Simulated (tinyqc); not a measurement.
## Trap density from one capacitance

Inverse problem. Traps spread evenly through the insulator exchange electrons with the semiconductor by tunnelling, with tau(x) = t0 exp(2 ka x) at depth x from the interface. The admittance per area Y seen at depth x obeys dY/dx = -Y^2/(i w eps0 eox) + q Nb ln(1 + i w tau)/tau, with Y(0) = i w Cs and w = 2 pi f; the gate sees Y(tox) = G + i w C. Working variable y = Y/(i w), in uF/cm^2. Cox = eps0 eox/tox. Find Nb and G/w.

Inputs (values chosen for the exercise): relative permittivity of the insulator eox = 8.66; insulator thickness tox = 7.1 nm; semiconductor capacitance in accumulation Cs = 1 uF/cm^2; decay constant of the wave function in the insulator ka = 5.6 1/nm; time constant of a trap at the interface t0 = 2e-10 s; frequency f = 100 Hz.

Constants: q = 1.602176634e-19 C, eps0 = 8.8541878128e-14 F/cm where lengths are in cm. Results are converted to the units shown.

C = 0.79793116 uF/cm^2

Solution. C rises steadily with Nb, so one density matches; in practice ka and t0 must come from the frequency dependence.

Nb = 5.60e19 cm^-3 eV^-1
G/w = 0.0221 uF/cm^2

Numbers from tinyqc (`OMP_NUM_THREADS=1 python tinyqc.py 2202066 2202067 out.jsonl`; about 0.5 s on one thread of a shared Intel Xeon 2.30GHz).
